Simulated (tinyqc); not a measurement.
Strain, valley repopulation and piezoresistance in a many-valley conduction band: one step, computed by the program tinyqc. Command: `OMP_NUM_THREADS=1 python tinyqc.py 3010712 3010713 out.jsonl valleys walk`. One thread of a shared host (Intel(R) Xeon(R) Processor @ 2.30GHz), about 0.02 s of CPU time with the checks.

Valleys are ellipsoids with mass m_l along the axis a and m_t across it, parabolic, with one constant relaxation time; strain shifts the valleys and leaves the masses alone. Currents are taken along [110], along the load, and along [001], across the load.

Problem. Valley shifts. Herring-Vogt shift of a valley with unit axis a: dE = Xi_d tr(e) + Xi_u a.e.a.

Inputs (values chosen for the exercise, modelled on silicon): shear deformation potential Xi_u = 9.44 eV; dilation deformation potential Xi_d = 1.1 eV.

Valley axes: <100> (6 valleys in 3 pairs). Load: uniaxial [110].

strain tensor (%):
```
           x          y           z
x  0.3897024  0.4391468   0.0000000
y  0.4391468  0.3897024   0.0000000
z  0.0000000  0.0000000  -0.2999528
```

Constants: k_B = 8.617333262e-05 eV/K.

Give: shifts dE; splitting (highest minus lowest).

Solution.

shifts dE (meV): x 42.06, y 42.06, z -23.04

splitting (highest minus lowest) = 65.10 meV

Caution: shear strain also changes the transverse masses of <100> valleys, which this model leaves out.
